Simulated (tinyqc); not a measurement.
# Biaxially strained (001) channel, valley splitting in an inversion layer: effect of the temperature

A thin layer grown on a relaxed buffer is stretched in the plane. The two valleys with their long axis along the growth direction (D2) sink against the four in-plane ones (D4); confinement in a triangular well splits them too. Only the lowest subband of each set is kept; one relaxation time, so the weakening of intervalley scattering is left out.

e_par = b1 x, e_perp = -2 (c12/c11) e_par, splitting D = Xu (e_par - e_perp), in-plane stress (c11 + c12 - 2 c12^2/c11) e_par. Levels E(m) = 2.33811 (hbar^2 q^2 F^2/(2 m))^(1/3): E2 = E(ml), E4 = E(mt) + D; N2 = 2 mt kB T/(pi hbar^2), N4 = 4 sqrt(mt ml) kB T/(pi hbar^2). EF solves Ns = N2 ln(1 + exp((EF - E2)/Vt)) + N4 ln(1 + exp((EF - E4)/Vt)); f2 is the share in D2, and 1/mc = f2/mt + (1 - f2)(1/mt + 1/ml)/2. The gain is mc(x = 0)/mc.

Inputs (values chosen for the exercise); values close to those of silicon on relaxed silicon-germanium:
- x = 0.23 (germanium share of the relaxed buffer)
- b1 = 0.0418 (lattice mismatch per unit x)
- c11 = 163 GPa (elastic constant)
- c12 = 62.6 GPa (elastic constant)
- Xu = 9 eV (shear deformation potential)
- ml = 0.895 m0 (longitudinal mass)
- mt = 0.189 m0 (transverse mass)
- F = 1.12 MV/cm (confining field)
- Ns = 1.2e12 cm^-2 (inversion density)

Constants: q = 1.602176634e-19 C, kB = 1.380649e-23 J/K, hbar = 1.054571817e-34 J s, m0 = 9.1093837015e-31 kg, Vt = kB T/q, hbar^2/(2 m0) = 0.0380998212 eV nm^2. Results are converted to the units shown.

The same in every row: D (meV) = 152.99.

Effect of the temperature:
```
T (K)  f2 without strain       f2  mc (m0)    gain
150              0.99972   1.0000  0.18900  1.0001
195              0.99744   1.0000  0.18900  1.0010
240              0.98977  0.99999  0.18900  1.0040
285              0.97397  0.99995  0.18900  1.0104
330              0.94942  0.99975  0.18902  1.0203
375              0.91751  0.99920  0.18906  1.0333
420              0.88063  0.99799  0.18915  1.0486
465              0.84125  0.99579  0.18931  1.0650
```

Read the table: what changes, and by how much?

As T goes from 150 to 465 K, f2 stays near 0.999 (without strain: it falls from 1.00 to 0.841) and the gain rises from 1.00 to 1.07.

Program tinyqc, `OMP_NUM_THREADS=1 python tinyqc.py 2530147 2530148 out.jsonl`; Intel Xeon 2.30GHz, shared host, one thread, about 0.01 s.
